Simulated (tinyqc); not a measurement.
Worked calculation: Hubbard chain of 6 sites. Computed by tinyqc, a small Python program that keeps every step. Settings: hopping = 0.95, U = 6.3, mixing = 0.2, iteration cap = 55. Command: `OMP_NUM_THREADS=1 python tinyqc.py 22546 22547 out.jsonl` (the two numbers bound the seeds that draw the settings). One thread of a shared host (Intel(R) Xeon(R) Processor @ 2.60GHz), about 0.3 s of CPU time with the checks. Later iterations appear only in the table of the cycle.

## Mean-field iteration 1

one-body matrix (hopping and site energies) (eV), lower triangle:
```
,1,2,3,4,5,6
1,0.350000
2,-0.950000,-0.170000
3,0.000000,-0.950000,-0.950000
4,0.000000,0.000000,-0.950000,0.900000
5,0.000000,0.000000,0.000000,-0.950000,0.350000
6,0.000000,0.000000,0.000000,0.000000,-0.950000,0.080000
```

U = 6.300000 eV

electrons, up and down: 4  3

mixing = 0.200000

n(up) at the start (a guess, not normalised): 1 1.000000, 2 0.217000, 3 1.000000, 4 0.217000, 5 1.000000, 6 0.217000

n(down) at the start (a guess): 1 0.050000, 2 0.950000, 3 0.050000, 4 0.950000, 5 0.050000, 6 0.950000

H(up) = T + U n(down), H(down) = T + U n(up); fill the lowest levels; n(new) = n + mixing (n(out) - n); E = tr T (rho up + rho down) + U sum n_up n_down of the output.

levels, up (eV): -0.907694  0.379921  0.516411  6.095040  6.204986  7.171335

levels, down (eV): 0.806715  1.242995  1.925712  5.726062  6.829511  7.030306

energy = 5.178471 eV

n(up) after iteration 1: 1 0.999750, 2 0.364525, 3 0.996243, 4 0.184371, 5 0.990818, 6 0.185094

n(down) after iteration 1: 1 0.045090, 2 0.947800, 3 0.058795, 4 0.941838, 5 0.052048, 6 0.954428

## Mean-field iteration 2

As before.

levels, up (eV): -0.856754  0.391448  0.488209  6.081837  6.229778  7.125481

levels, down (eV): 1.038669  1.485740  1.923594  5.723942  6.861679  6.967416

energy = 5.056973 eV

n(up) after iteration 2: 1 0.999623, 2 0.484906, 3 0.993187, 4 0.158452, 5 0.983425, 6 0.157047

n(down) after iteration 2: 1 0.042899, 2 0.940830, 3 0.067992, 4 0.936852, 5 0.053200, 6 0.958228

## Mean-field iteration 3

As before.

levels, up (eV): -0.803920  0.397765  0.476071  6.041329  6.250880  7.097875

levels, down (eV): 0.870835  1.481787  2.448638  5.733125  6.878560  6.939887

energy = 4.929889 eV

n(up) after iteration 3: 1 0.999580, 2 0.583227, 3 0.990729, 4 0.137519, 5 0.977510, 6 0.132748

n(down) after iteration 3: 1 0.043157, 2 0.928444, 3 0.079067, 4 0.934095, 5 0.053748, 6 0.961489

## Convergence

Each step fills the lowest levels of T + U n(other spin) and sets n(new) = n + mixing (n(out) - n); stop when output and input agree to 1e-8.

Course of the cycle:
```
iteration,E (eV),largest |n(out) - n(in)|,mean |n_up - n_down|
1,5.17847131,7.38e-01,0.756669
2,5.05697284,6.02e-01,0.763566
3,4.92988921,4.92e-01,0.769421
4,4.80313075,4.00e-01,0.773831
5,4.68461477,3.25e-01,0.777186
6,4.58140512,2.63e-01,0.779799
7,4.49756201,2.12e-01,0.781826
8,4.43346421,1.87e-01,0.783357
9,4.38670397,1.94e-01,0.784466
10,4.35363840,1.93e-01,0.785227
11,4.33063936,1.86e-01,0.785709
...,...,...,...
45,4.27395809,3.00e-03,0.781680
46,4.27395566,2.66e-03,0.781654
47,4.27395373,2.36e-03,0.781632
48,4.27395220,2.10e-03,0.781612
49,4.27395099,1.87e-03,0.781594
50,4.27395003,1.66e-03,0.781577
51,4.27394927,1.47e-03,0.781563
52,4.27394866,1.31e-03,0.781550
53,4.27394818,1.17e-03,0.781539
54,4.27394780,1.04e-03,0.781528
55,4.27394749,9.23e-04,0.781519
```

Not converged within 55 iterations: the residual falls steadily but slowly, by a factor of about 0.89 a step. The lowest mean-field energy found from random starts is 4.12086 eV. Reruns (cap 100 unless said): mixing 0.5: converged in 57 to a higher stationary point (E = 4.27395); mixing 0.9: converged in 27 to a higher stationary point (E = 4.27395); the original settings with a cap of 400: converged in 155 to a higher stationary point (E = 4.27395).

## Exact diagonalisation (300 states)

Lowest levels of the sector, and the double occupancy of the lowest state.

lowest levels (eV): 3.524371  3.880730  4.032014  4.094872  4.320167  4.514629

double occupancy per site = 0.197329

## The lowest level by Lanczos steps

From a random start vector (not printed): a_j = <q_j|H|q_j>, b_j = norm of the remainder after orthogonalising; the Ritz value is the lowest eigenvalue of the tridiagonal matrix of a and b so far.

Lanczos:
```
j,a_j (eV),b_j (eV),lowest Ritz value (eV)
1,11.412239,5.129868,11.41223921
2,12.588619,5.786997,6.83694999
3,13.016443,4.495188,4.67151643
4,13.312359,5.063313,4.06186436
5,14.233067,5.183470,3.82199693
6,13.530374,5.189820,3.70200246
7,13.984690,4.987526,3.63052340
8,13.725951,5.087579,3.59005533
9,13.853238,5.099692,3.56551785
10,13.576415,5.024196,3.54936648
```
